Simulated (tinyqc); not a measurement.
Straight dislocations in isotropic elasticity: fields, energies, partials, Peierls stress and walls: one step, computed by the program tinyqc.

The line runs along z, the glide plane is y = 0, and beta is the angle between b and the line (0 screw, 90 degrees edge): b_e = b sin(beta) along +x with the extra half plane at y > 0, b_s = b cos(beta). Stress is positive in tension.

Task: Splitting into partials. Shockley partials have b_p = b/sqrt(3) at the angles beta -/+ 30 degrees; their repulsion balances the fault at d = G b_p^2/(8 pi gamma) (2 - nu)/(1 - nu) [1 - 2 nu cos(2 beta)/(2 - nu)].

Inputs (values chosen for the exercise, for a model fcc or diamond crystal):
```
quantity                     value      unit
shear modulus G               21.2       GPa
Poisson ratio nu             0.347         -
Burgers vector b             2.709  angstrom
stacking-fault energy gamma   23.5    mJ/m^2
```

Character: screw.

Give: partial Burgers vector b_p; splitting width d; d/b.

Result:

partial Burgers vector b_p = 1.564 angstrom

splitting width d = 1.290 nm

d/b = 4.760
